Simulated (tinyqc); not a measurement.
Bound state in one dimension: Numerov shooting, finite differences, DVR, step by step. Computed by tinyqc, a small Python program that keeps every step. Settings: points = 64. Command: `OMP_NUM_THREADS=1 python tinyqc.py 24858 24859 out.jsonl` (the two numbers bound the seeds that draw the settings). One thread of a shared host (Intel(R) Xeon(R) Processor @ 2.60GHz), about 0.01 s of CPU time with the checks.

## Numerov steps at E = -11.11

One particle of mass 1 in V = -11.34 exp(-x^2/1.82^2) (atomic units), psi = 0 at both ends:
```
parameter                value
left end                    -7
right end                    7
intervals                   64
h                     0.218750
state sought (nodes)         0
```

k_i = 2 m (E - V_i); (1 + h^2 k_(i+1)/12) y_(i+1) = 2 (1 - 5 h^2 k_i/12) y_i - (1 + h^2 k_(i-1)/12) y_(i-1), from y_0 = 0, y_1 = 0.001.

Points along the way:
```
i         x          V         k             y
0   -7.0000  -4.27e-06  -22.2200        0.0000
1   -6.7812  -1.06e-05  -22.2200        0.0010
2   -6.5625  -2.56e-05  -22.2199        0.0032
3   -6.3438  -6.00e-05  -22.2199        0.0090
4   -6.1250  -1.37e-04  -22.2197        0.0254
5   -5.9062  -3.03e-04  -22.2194        0.0715
21  -2.4062    -1.9746  -18.2709   881259.4897
22  -2.1875    -2.6744  -16.8712  2245366.2551
23  -1.9688    -3.5191  -15.1819  5518357.8391
24  -1.7500    -4.4987  -13.2227      1.30e+07
25  -1.5312    -5.5872  -11.0457      2.89e+07
26  -1.3125    -6.7414   -8.7371      6.02e+07
```

## Bisection on the node count

With more sign changes than the state has nodes (the last point included) the energy is too high, else too low; the bracket starts as -11.11 to -0.05.

Trials:
```
trial           E  sign changes  y at the right end   next
1       -5.580000             2            3.90e+09  lower
2       -8.345000             1           -9.18e+15  lower
3       -9.727500             1           -8.76e+17  lower
4      -10.418750             0            1.08e+19  raise
5      -10.073125             1           -1.41e+17  lower
6      -10.245938             0            2.73e+18  raise
7      -10.159531             0            8.92e+17  raise
8      -10.116328             0            2.96e+17  raise
9      -10.094727             0            6.01e+16  raise
10     -10.083926             1           -4.47e+16  lower
11     -10.089326             0            6.62e+15  raise
12     -10.086626             1           -1.93e+16  lower
13     -10.087976             1           -6.41e+15  lower
14     -10.088651             0            8.57e+13  raise
...           ...           ...                 ...    ...
29     -10.088642             0            6.37e+09  raise
30     -10.088642             1           -9.31e+10  lower
31     -10.088642             1           -4.33e+10  lower
```

eigenvalue = -10.088642 hartree

## The same grid by other methods

Three-point finite differences and the sine-DVR kinetic matrix of Colbert and Miller on the same points.

Lowest levels (hartree):
```
state  finite differences       DVR
0                -10.0974  -10.0885
1                 -7.7445   -7.7054
2                 -5.6567   -5.5707
```
